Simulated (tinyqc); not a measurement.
Inversion layer as a triangular well, valleys of the Si type: one step. Subband ladders. Four cases, with inputs chosen for the exercise.

Question. The ten lowest levels of all groups of valleys together, j = 0, 1, ..., c = hbar^2/2m0; primes mark the groups with lighter m_z.

Level j of a valley lies at E_j = a_j (c (e F)^2/m_z)^(1/3) above the band edge at the surface, with the Airy zeros a_j = 2.338107, 4.087949, 5.520560, 6.786708, 7.944134, 9.022651, 10.040174, 11.008524, 11.936016, 12.828777, and has <z> = 2 E_j/(3 e F).

Constants: hbar^2/2m0 = 3.80998211 eV angstrom^2.

Give: Subbands.

Case 1.

Valleys (masses in m0):
```
valleys g  cos^2(theta)       m_z       m_1       m_2       m_d
6              0.333333  0.257299  0.189000  0.681667  0.358936
```

e F = 0.0042728832 eV/angstrom

Answer.

Subbands:
```
label  valleys g  m_d (m0)  E (eV)  <z> (angstrom)
0              6    0.3589  0.1512           23.59
1              6    0.3589  0.2643           41.24
2              6    0.3589  0.3570           55.69
3              6    0.3589  0.4388           68.47
4              6    0.3589  0.5137           80.15
5              6    0.3589  0.5834           91.03
6              6    0.3589  0.6492          101.29
7              6    0.3589  0.7118          111.06
8              6    0.3589  0.7718          120.42
9              6    0.3589  0.8295          129.42
```

The second subband is 1, 113.1 meV above the first. Levels above about 0.5 eV lie beyond parabolic valleys.

Case 2.

Valleys (masses in m0):
```
valleys g  cos^2(theta)       m_z       m_1       m_2       m_d
2              1.000000  0.899000  0.190000  0.190000  0.190000
4              0.000000  0.190000  0.190000  0.899000  0.413292
```

e F = 0.0025270782 eV/angstrom

Answer.

Subbands:
```
label  valleys g  m_d (m0)  E (eV)  <z> (angstrom)
0              2    0.1900  0.0702           18.52
0'             4    0.4133  0.1179           31.09
1              2    0.1900  0.1227           32.38
2              2    0.1900  0.1657           43.73
3              2    0.1900  0.2038           53.75
1'             4    0.4133  0.2061           54.36
4              2    0.1900  0.2385           62.92
5              2    0.1900  0.2709           71.46
2'             4    0.4133  0.2783           73.41
6              2    0.1900  0.3014           79.52
```

The second subband is 0', 47.7 meV above the first.

Case 3.

Valleys (masses in m0):
```
valleys g  cos^2(theta)       m_z       m_1       m_2       m_d
4              0.500000  0.310166  0.186000  0.559500  0.322594
2              0.000000  0.186000  0.186000  0.933000  0.416579
```

e F = 0.0034318347 eV/angstrom

Answer.

Subbands:
```
label  valleys g  m_d (m0)  E (eV)  <z> (angstrom)
0              4    0.3226  0.1227           23.84
0'             2    0.4166  0.1456           28.27
1              4    0.3226  0.2146           41.69
1'             2    0.4166  0.2545           49.44
2              4    0.3226  0.2898           56.30
2'             2    0.4166  0.3437           66.76
3              4    0.3226  0.3563           69.21
4              4    0.3226  0.4170           81.01
3'             2    0.4166  0.4225           82.07
5              4    0.3226  0.4737           92.01
```

The second subband is 0', 22.8 meV above the first.

Case 4.

Valleys (masses in m0):
```
valleys g  cos^2(theta)       m_z       m_1       m_2       m_d
4              0.500000  0.309326  0.186000  0.552000  0.320425
2              0.000000  0.186000  0.186000  0.918000  0.413217
```

e F = 0.0043032952 eV/angstrom

Answer.

Subbands:
```
label  valleys g  m_d (m0)  E (eV)  <z> (angstrom)
0              4    0.3204  0.1429           22.13
0'             2    0.4132  0.1693           26.22
1              4    0.3204  0.2498           38.69
1'             2    0.4132  0.2959           45.84
2              4    0.3204  0.3373           52.25
2'             2    0.4132  0.3996           61.91
3              4    0.3204  0.4147           64.24
4              4    0.3204  0.4854           75.20
3'             2    0.4132  0.4913           76.11
5              4    0.3204  0.5513           85.40
```

The second subband is 0', 26.4 meV above the first. Levels above about 0.5 eV lie beyond parabolic valleys.

Computed by tinyqc, one run a case: `OMP_NUM_THREADS=1 python tinyqc.py N N+1 out.jsonl` with N = 1281492, 1281503, 1282080, 1282394; one thread of a shared Intel(R) Xeon(R) Processor @ 2.30GHz, about 0.04 s a run at most.
